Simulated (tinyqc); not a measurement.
Thermal and gravitational stress in a wafer during furnace and rapid thermal processing, and the onset of slip. Changing the wafer radius R. Computed by tinyqc, a small Python program. Command: `OMP_NUM_THREADS=1 python tinyqc.py 3024827 3024828 out.jsonl slip sweep`. One thread of a shared host (Intel(R) Xeon(R) Processor @ 2.30GHz), about 0.01 s of CPU time with the checks.

A thin free disc in plane stress, isotropic; T(r) = T_centre + dT (r/R)^n with n = 2. Stress is positive in tension; sigma_SB = 5.670374419e-8 W/(m^2 K^4), g = 9.80665 m/s^2.

Inputs (values chosen for the exercise, for a model wafer):

| quantity | value | unit |
|---|---|---|
| thickness t | 775 | micrometre |
| Young's modulus E | 140 | GPa |
| Poisson ratio nu | 0.27 | - |
| expansion alpha | 4.46 | 1e-6/K |
| temperature T | 1275 | K |
| prefactor A of the critical stress | 0.00022 | MPa |
| energy U of the critical stress | 1.07 | eV |
| density rho | 2330 | kg/m^3 |
| heat capacity c | 916 | J/(kg K) |
| conductivity k | 23.2 | W/(m K) |
| wafer spacing s | 13 | mm |
| ramp rate | 9.5 | K/min |
| radius of the support ring over R | 0.52 | - |

Constants: k_B = 8.617333262e-05 eV/K.

Method:
- Critical resolved stress tau_c = A exp(U/(k_B T)), a form chosen for the exercise; slip when 0.492799 |s_tt(R)| > tau_c; allowed |dT| = tau_c (n + 2)/(0.492799 n alpha E).
- In a stack heated from the rim, heat flows inward by conduction and by radiation between wafers: k_eff = k + (16/3) sigma_SB T^3 s^2/t (a diffusion estimate with the spacing as path length). A steady ramp gives the parabolic lag dT = rho c (ramp) R^2/(4 k_eff); the allowed ramp uses n = 2.
- Own weight q = rho g t on a ring of radius b R, x = r/R: moments of an edge-supported plate, M_r = q R^2 (3 + nu)(1 - x^2)/16 and M_t = q R^2 [(3 + nu) - (1 + 3 nu) x^2]/16, less the uniform moment inside the ring load, q R^2 [(1 - nu)(1 - b^2) - 2 (1 + nu) ln b]/8; stress at the lower face = 6 M/t^2.

One run for each value:

| wafer radius R (mm) | allowed ramp rate (K/min) | lag of the centre (K) | stress at the centre (MPa) |
|---|---|---|---|
| 50.0 | 174.43 | 1.321 | -0.03088 |
| 62.5 | 111.63 | 2.064 | -0.04825 |
| 75.0 | 77.52 | 2.972 | -0.06948 |
| 100.0 | 43.61 | 5.284 | -0.12352 |
| 150.0 | 19.38 | 11.889 | -0.27791 |
| 225.0 | 8.61 | 26.750 | -0.62530 |

Over the rows, allowed ramp rate (K/min) falls from 174 to 8.61 (exponent d ln y / d ln x about -2.0 throughout); lag of the centre (K) rises from 1.32 to 26.7 (exponent d ln y / d ln x about 2.0 throughout); stress at the centre (MPa) falls from -0.0309 to -0.625. The exponent of allowed ramp rate stays at -2: diffusion over the radius. The exponent of lag of the centre stays at 2: diffusion over the radius. The thickness is held fixed; lag and sag stress both grow as R^2, which is why larger wafers are thicker and ramped more slowly or heated singly.
